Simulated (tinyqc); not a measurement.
Worked calculation: MP2 on RHF in the sto-3g basis, for H3+, spin multiplicity 1. One step of it, computed by the program tinyqc.

Task: Iteration 3 (converged): orbitals. Diagonalise F' = X^T F X, C = X C', fill 1 alpha and 1 beta electrons from the bottom; D = 2 C_occ C_occ^T. Each column has its largest component positive (the first on a tie).

converged F (hartree):
```
           1H 1s      2H 1s      3H 1s
1H 1s  -0.784201  -0.752987  -0.752678
2H 1s  -0.752987  -0.784201  -0.752678
3H 1s  -0.752678  -0.752678  -0.783975
```

X:
```
               1          2         3
1H 1s   1.007229  -0.581221  0.406861
2H 1s  -1.007229  -0.581221  0.406861
3H 1s   0.000000   1.162665  0.406784
```

Give: F' = X^T F X; orbital energies; coefficients C; D after iteration 3.

Result:

F' = X^T F X (hartree):
```
        1       2       3
1  -0.063   0.000   0.000
2   0.000  -0.064   0.000
3   0.000   0.000  -1.137
```

orbital energies (hartree): MO1 -1.137, MO2 -0.064, MO3 -0.063

coefficients C:
```
         MO1     MO2     MO3
1H 1s  0.407  -0.581   1.007
2H 1s  0.407  -0.581  -1.007
3H 1s  0.407   1.163   0.000
```

D after iteration 3:
```
       1H 1s  2H 1s  3H 1s
1H 1s  0.331  0.331  0.331
2H 1s  0.331  0.331  0.331
3H 1s  0.331  0.331  0.331
```
